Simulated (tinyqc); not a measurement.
# Changing the trap density N_t

Model: leakage through a gate insulator: direct, Fowler-Nordheim, trap-assisted and Poole-Frenkel currents. Computed by tinyqc, a small Python program. Command: `OMP_NUM_THREADS=1 python tinyqc.py 3001995 3001996 out.jsonl oxideleak sweep`. One thread of a shared host (Intel(R) Xeon(R) Processor @ 2.30GHz), about 0.01 s of CPU time with the checks.

Electrons enter from the cathode Fermi level at x = 0; the conduction band of the insulator lies phi_b - e F x above it, F = V/t. WKB exponents use a parabolic band with mass m.

Inputs (values chosen for the exercise, with an insulator like Si3N4): thickness t = 4.5 nm; barrier phi_b = 2.1 eV; tunnelling mass m = 0.42 m_0; static constant eps_ox = 7.21; voltage across the insulator V = 3.1 V; trap depth phi_t = 1.3 eV; attempt rate nu_0 = 3e+12 1/s; activation of capture E_a = 0.096 eV; temperature T = 400 K.

Constants: hbar^2/(2 m_0) = 3.80998212 eV angstrom^2; e = 1.602176634e-19 C; hbar = 1.054571817e-34 J s; k_B = 8.617333262e-05 eV/K.

Method:
- For a level a distance phi(x) below the band, the WKB exponent is 2 int kappa dx with kappa = sqrt(m phi/(hbar^2/2m_0)); for a linear barrier from phi_1 down to phi_2 = max(phi_1 - e F d, 0) it is G = (4/3) sqrt(m/(hbar^2/2m_0)) (phi_1^(3/2) - phi_2^(3/2))/(e F).
- J_tun = e^3 F^2/(16 pi^2 hbar m phi_b) x exp(-G) / [1 - sqrt(phi_2/phi_b)]^2 with the free-electron mass in the cathode (m in m_0), phi_2 = max(phi_b - e V, 0): direct tunnelling for e V < phi_b, Fowler-Nordheim above. Image forces, back-flow and the limit on supply are left out, so J_tun is overstated below about 0.5 V.
- Equivalent oxide thickness = 3.9 t/eps_ox.
- A trap at depth x lies phi_t below the band. Capture: tunnel at the cathode Fermi level from 0 to x (G_in from phi_1 = phi_b), rate nu_0 exp(-G_in - E_c/k_B T) with E_c = E_a + max(phi_b - phi_t - e F x, 0), the last term being the height of the trap above the cathode Fermi level. Emission: tunnel from the trap level to the anode (G_out from phi_1 = phi_t over t - x), rate nu_0 exp(-G_out - E_a/k_B T). Re-emission to the cathode follows from detailed balance, rate_back = rate_in exp(dE/k_B T) with dE = phi_b - phi_t - e F x. Each trap passes R = rate_in rate_out/(rate_in + rate_back + rate_out) electrons per second; filling from the anode is left out.
- J_TAT = e N_t int_0^t R dx by the midpoint rule on 400 intervals; the most effective depth is the midpoint with the largest R, rounded to 0.01 nm.
- J = J_tun + J_TAT (the Poole-Frenkel bound is not added); the ratio J/J_tun is the excess that stress-made traps add.

One run for each value:
```
trap density N_t (cm^-3)  total current J (A/cm^2)  J/J_tun  trap-assisted current J_TAT (A/cm^2)
1.00e+16                                    0.2667   1.0007                            1.7597e-04
4.00e+16                                    0.2672   1.0026                            7.0387e-04
1.00e+17                                    0.2682   1.0066                            1.7597e-03
5.00e+17                                    0.2753   1.0330                            8.7984e-03
2.00e+18                                    0.3017   1.1321                            3.5194e-02
7.00e+18                                    0.3897   1.4622                            1.2318e-01
3.00e+19                                    0.7944   2.9810                            5.2790e-01
1.00e+20                                    2.0262   7.6035                            1.7597e+00
```

Describe and explain the trends.

Over the rows, total current J (A/cm^2) rises from 0.267 to 2.03 (exponent d ln y / d ln x 0.0014 between the first rows and 0.78 between the last); J/J_tun rises from 1.00 to 7.60 (exponent d ln y / d ln x 0.0014 between the first rows and 0.78 between the last); trap-assisted current J_TAT (A/cm^2) rises from 1.76e-4 to 1.76 (exponent d ln y / d ln x about 1.0 throughout). The exponent of trap-assisted current J_TAT stays at 1: independent traps.

Extremes, crossings and ranges named in words are read from the listed rows.
